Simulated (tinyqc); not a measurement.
# Long-channel MOSFET, surface-potential model: effect of the temperature

n-channel transistor on a uniformly doped p-type body, gradual-channel approximation, constant mobility, Boltzmann statistics, full ionisation. Potentials are counted from the neutral body; V is the electron quasi-Fermi potential, Vsb at the source and Vsb + Vds at the drain. Charges are magnitudes per area.

Nc and Nv are given at 300 K and scale as (T/300 K)^1.5; Eg, Vfb and mu are held fixed. ni = sqrt(Nc Nv) exp(-Eg/(2 Vt)), Eg in volts; phiF = Vt ln(Na/ni); Cox = eps0 eox/tox; gamma = sqrt(2 q eps0 eps_r Na)/Cox. The surface potential psi at channel potential V solves Vgs + Vsb - Vfb - psi = gamma sqrt(G), G = psi - Vt + Vt exp((psi - 2 phiF - V)/Vt). Charge sheet: Qi = Cox gamma [sqrt(G) - sqrt(psi - Vt)]; I = mu (W/L) [integral of Qi dpsi from psi_0 to psi_L (drift) + Vt (Qi0 - QiL) (diffusion)], with psi_0 at V = Vsb and psi_L at V = Vsb + Vds. VT = Vfb + 2 phiF + gamma sqrt(2 phiF + Vsb), m = 1 + gamma/(2 sqrt(2 phiF + Vsb)). The swing is 20 mV/log10[I(VT - 0.14 V)/I(VT - 0.16 V)] of the charge-sheet current at the given Vds.

Inputs (values chosen for the exercise); material values close to those of silicon:
- Eg = 1.11 eV (band gap)
- eps_r = 11.8 (relative permittivity of the semiconductor)
- Nc = 2.76e19 cm^-3 (conduction-band density of states at the reference temperature)
- Nv = 2.7e19 cm^-3 (valence-band density of states at the reference temperature)
- Na = 1.2e17 cm^-3 (acceptor density of the body)
- eox = 24.2 (relative permittivity of the gate insulator)
- tox = 38 nm (insulator thickness)
- Vfb = -0.75 V (flat-band voltage)
- mu = 280 cm^2/(V s) (channel mobility)
- W = 20 um (gate width)
- L = 1 um (gate length)
- Vsb = 0 V (source-body reverse bias)
- Vgs = 1.53 V (gate-source voltage)
- Vds = 0.2 V (drain-source voltage)

Constants: q = 1.602176634e-19 C, kB = 1.380649e-23 J/K, Vt = kB T/q, eps0 = 8.8541878128e-14 F/cm where lengths are in cm. Results are converted to the units shown.

The same in every row: gamma (V^0.5) = 0.3555.

Effect of the temperature:
```
T (K)  VT (V)      m  swing (mV/decade)  I at Vgs, Vds (uA)
220    0.5132  1.185              53.09               478.2
250    0.4729  1.189              60.72               492.4
280    0.4314  1.192              68.50               507.3
310    0.3888  1.197              76.46               522.9
340    0.3451  1.201              84.64               539.1
370    0.3004  1.206              93.07               555.7
400    0.2548  1.212              101.8               572.9
430    0.2083  1.217              111.0               590.5
```

As T goes from 220 to 430 K, VT falls from 0.513 to 0.208 V, the swing rises from 53.1 to 111 mV a decade and the current rises from 478 to 590 uA. The swing is 2.6 % above m Vt ln 10 in the first row and 6.8 % above it in the last. In every row the surface electron density at the source passes 0.3 Nc, where degeneracy and quantisation, left out here, matter. In every row the mobility is held fixed, though a real channel mobility changes with T and would alter the trend of the current.

Program tinyqc, `OMP_NUM_THREADS=1 python tinyqc.py 2360004 2360005 out.jsonl`; Intel Xeon 2.30GHz, shared host, one thread, about 0.03 s.
